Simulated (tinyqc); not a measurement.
Input admittance of a MOSFET at zero drain bias: distributed channel and distributed gate: input impedance against frequency.

Source and drain grounded, strong inversion, w = 2 pi f, Cox = eps0 eox/tox. The channel is an RC line of resistance 1/(mu Cox Vo) per square fed from both ends, so one finger has the intrinsic admittance y = i w Cox L tanh(g)/g per width, g = (1/2) sqrt(i w tau), tau = L^2/(mu Vo). The vertical resistance rv/L is in series with y, the overlaps 2 i w Cov in parallel: y_t = 1/(1/y + rv/L) + 2 i w Cov. The gate strip is a line of Rsh/L per length loaded by y_t, so a finger has Y = y_t Wf tanh(k)/k, k = (Wf/sd) sqrt(y_t Rsh/L); the device has Nf Y.

Low-frequency limits, with c = Cox L and ct = c + 2 Cov: R_strip = Rsh Wf/(3 sd^2 L Nf), R_ch = (c/ct)^2 L/(12 mu Cox Vo Wf Nf), R_vert = (c/ct)^2 rv/(L Wf Nf), C = ct Wf Nf. Z = 1/(Nf Y) = R + 1/(i w C), Q = |Im Z|/R, far-point signal |1/cosh k|.

Values chosen for this exercise; values of the order met in silicon radio-frequency transistors:

| symbol | value | unit | meaning |
|---|---|---|---|
| eox | 24.6 |  | relative permittivity of the gate insulator (close to zirconium oxide) |
| tox | 5.7 | nm | insulator thickness |
| L | 0.34 | um | channel length |
| Wf | 19 | um | finger width |
| Nf | 16 |  | number of fingers |
| mu | 120 | cm^2/(V s) | channel mobility |
| Vo | 0.74 | V | gate overdrive |
| Rsh | 3.6 | ohm/square | sheet resistance of the gate |
| rv | 7.9 | ohm um^2 | vertical resistivity of the gate stack |
| sd | 1 |  | number of ends at which a finger is contacted |
| Cov | 0.2 | fF/um | overlap and fringe capacitance on each side |

Constants: eps0 = 8.8541878128e-14 F/cm where lengths are in cm. Results are converted to the units shown.

The same in every row: low-frequency R (ohm) = 4.5216.

Results:

| f (GHz) | w tau | \|k\| | R (ohm) | C (fF) | Q | signal at the far point |
|---|---|---|---|---|---|---|
| 0.02 | 0.0016359 | 0.080205 | 4.5216 | 4071.3 | 432.28 | 1.0000 |
| 0.05 | 0.0040897 | 0.12681 | 4.5216 | 4071.3 | 172.91 | 0.99998 |
| 0.4 | 0.032718 | 0.35868 | 4.5211 | 4069.8 | 21.625 | 0.99841 |
| 1 | 0.081795 | 0.56712 | 4.5181 | 4061.9 | 8.6723 | 0.99016 |
| 3 | 0.24538 | 0.98209 | 4.4905 | 3989.5 | 2.9614 | 0.92030 |
| 8 | 0.65436 | 1.6017 | 4.3184 | 3589.0 | 1.2836 | 0.65501 |
| 20 | 1.6359 | 2.5131 | 3.6735 | 2584.4 | 0.83823 | 0.30004 |
| 60 | 4.9077 | 4.0881 | 2.6064 | 1628.6 | 0.62491 | 0.062703 |

Estimate the missing row, f = 0.1 GHz.

Computed row:

| f (GHz) | w tau | \|k\| | R (ohm) | C (fF) | Q | signal at the far point |
|---|---|---|---|---|---|---|
| 0.1 | 0.0081795 | 0.17934 | 4.5216 | 4071.2 | 86.459 | 0.99990 |

With this row back in the table: R falls from 4.52 to 2.61 ohm and C falls from 4070 to 1630 fF. Q goes as f^(-1.00) between the first two rows and f^(-0.27) between the last two, where w tau = 4.91 and |k| = 4.09. The low-frequency limits hold both R and C within 5 % up to f = 3 GHz among the rows.

Numbers from tinyqc (`OMP_NUM_THREADS=1 python tinyqc.py 2262196 2262197 out.jsonl`; about 0.01 s on one thread of a shared Intel Xeon 2.30GHz).
